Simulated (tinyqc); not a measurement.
What each parameter does: type-II superlattice in the two-band Kane model.

Motion along the axis, period d = a + b, c = hbar^2/2m0. Conduction and light-hole bands couple: (E - Ec)(E - Ev) = Ep c k^2 in each layer, with mass m(E) = (E - Ev)/Ep, which may be negative. The conduction envelope psi and psi'/m(E) are continuous; a layer carries them by [[cos kt, (m/k) sin kt], [-(k/m) sin kt, cos kt]] (cosh and sinh for k^2 < 0), and cos(q d) = tr(M_B M_A)/2. C1 is the first miniband above EvB, with its bottom at tr/2 = +1 and its top at -1; the gap is the bottom of C1 less the top heavy-hole level HH1.

Heavy holes are uncoupled: with e = EvB - E, p = sqrt(mhB e/c), w = sqrt(mhA (EvB - EvA - e)/c), the top level HH1 at q = 0 solves (p/mhB) tan(p b/2) = (w/mhA) tanh(w a/2).

Constants: hbar^2/2m0 = 3.80998211 eV angstrom^2.

Parameters, chosen for this exercise (near those of an InAs/GaSb superlattice; shifted at random, so the results belong to these values and not to a real crystal):
- a = 46 angstrom (layer A)
- b = 59 angstrom (layer B)
- EcA = 0 eV (conduction edge of A)
- EvA = -0.42 eV (valence edge of A)
- EcB = 0.962 eV (conduction edge of B)
- EvB = 0.141 eV (valence edge of B)
- EpA = 14.3 eV (coupling energy in A)
- EpB = 18.3 eV (coupling energy in B)
- mhA = 0.34 m0 (heavy hole in A)
- mhB = 0.25 m0 (heavy hole in B)

Bottom and width of C1, HH1 and the gap.

One parameter was then changed.

Results before and after:

| case | C1 (eV) | width (meV) | HH1 (eV) | gap (meV) |
|---|---|---|---|---|
| base | 0.2549 | 23.6 | 0.1113 | 143.6 |
| changed | 0.2527 | 21.6 | 0.0915 | 161.1 |

Which of these changes was made? (a) EvB = 0.121 eV; (b) EpA = 15.4 eV; (c) EvA = -0.45 eV; (d) a = 43 angstrom; (e) mhB = 0.29 m0; (f) EcB = 1.012 eV; (g) b = 62 angstrom.

Answer: (a) EvB = 0.121 eV. Of the candidates, run in turn, only this one gives the changed row.

All candidates:

| case | C1 (eV) | width (meV) | HH1 (eV) | gap (meV) |
|---|---|---|---|---|
| base | 0.2549 | 23.6 | 0.1113 | 143.6 |
| a = 43 angstrom | 0.2741 | 24.2 | 0.1113 | 162.8 |
| b = 62 angstrom | 0.2564 | 21.2 | 0.1137 | 142.7 |
| EvB = 0.121 eV | 0.2527 | 21.6 | 0.0915 | 161.1 |
| EcB = 1.012 eV | 0.2579 | 21.4 | 0.1113 | 146.5 |
| EvA = -0.45 eV | 0.2500 | 23.3 | 0.1111 | 138.9 |
| EpA = 15.4 eV | 0.2631 | 24.6 | 0.1113 | 151.7 |
| mhB = 0.29 m0 | 0.2549 | 23.6 | 0.1142 | 140.7 |

Computed by tinyqc, a small Python program: `OMP_NUM_THREADS=1 python tinyqc.py 1281862 1281863 out.jsonl` (the numbers bound the seed that draws the inputs); one thread of a shared host (Intel(R) Xeon(R) Processor @ 2.30GHz), about 0.1 s for the whole set of steps.
